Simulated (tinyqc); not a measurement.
# Octagonal on-chip spiral inductor, lumped pi model, step by step

Numbers from tinyqc (`OMP_NUM_THREADS=1 python tinyqc.py 2302068 2302069 out.jsonl`; about 0.01 s on one thread of a shared Intel Xeon 2.30GHz). Printed values are rounded.

Outer diameter do = di + 2 n wd + 2 (n - 1) sp, mean da = (do + di)/2, fill p = (do - di)/(do + di), length l = 3.314 n da. L = 2.25 mu0 n^2 da/(1 + 3.55 p), mu0 = 4 pi 1e-7 H/m. Rs = rho l/(wd delta (1 - exp(-th/delta))), delta = sqrt(rho/(pi f mu0)). Cs = n wd^2 eps0 eo/hu across the coil. At each end Cox = l wd eps0 eo/(2 ho) leads to the substrate branch Rsi = 2 rs he/(l wd) in parallel with Csi = l wd eps0 11.7/(2 he). With one end grounded Y = 1/(Rs + i w L) + i w Cs + 1/[1/(i w Cox) + 1/(1/Rsi + i w Csi)], w = 2 pi f; Q = -Im Y/Re Y. Eddy currents in neighbouring turns and in the substrate are left out.

Values chosen for this exercise; values of the order met in silicon radio-frequency processes: number of turns n = 5.5; line width wd = 20 um; space between turns sp = 1.5 um; inner diameter di = 40 um; metal thickness th = 2 um; metal resistivity rho = 2.2 uohm cm; oxide below the coil ho = 6.9 um; oxide between coil and underpass hu = 0.9 um; relative permittivity of the oxide eo = 3.9; substrate resistivity rs = 10 ohm cm; effective spreading depth in the substrate he = 80 um; frequency f = 4.4 GHz.

Constants: eps0 = 8.8541878128e-12 F/m. Results are converted to the units shown.

## Geometry and model elements

do, l, L, delta, Rs, Cs, Cox, Rsi and Csi as defined.

do = 273.5 um
l = 2857.08 um
L = 3.67905 nH
delta = 1.12540 um
Rs = 3.36102 ohm
Cs = 84.4099 fF
Cox = 142.984 fF
Rsi = 280.006 ohm
Csi = 36.9971 fF

Rs is 2.14 times the direct-current value in this empirical form, which overstates the skin effect of a flat slab when delta is near th and so stands in for some current crowding.

## Admittance, quality factor and apparent inductance

Series branch 1/(Rs + i w L), substrate branch, total Y, Q = -Im Y/Re Y, apparent inductance Im(1/Y)/w, metal-only value w L/Rs, share of the loss in the substrate Re(substrate branch)/Re Y.

series branch = 0.32454-9.82106i mS
substrate branch = 1.48763+1.88031i mS
Y = 1.81216-5.60715i mS
Q = 3.09418
apparent inductance = 5.84089 nH
w L/Rs = 30.2619
share of the loss in the substrate = 82.0912 %

Q is 10.2 % of the metal-only value.
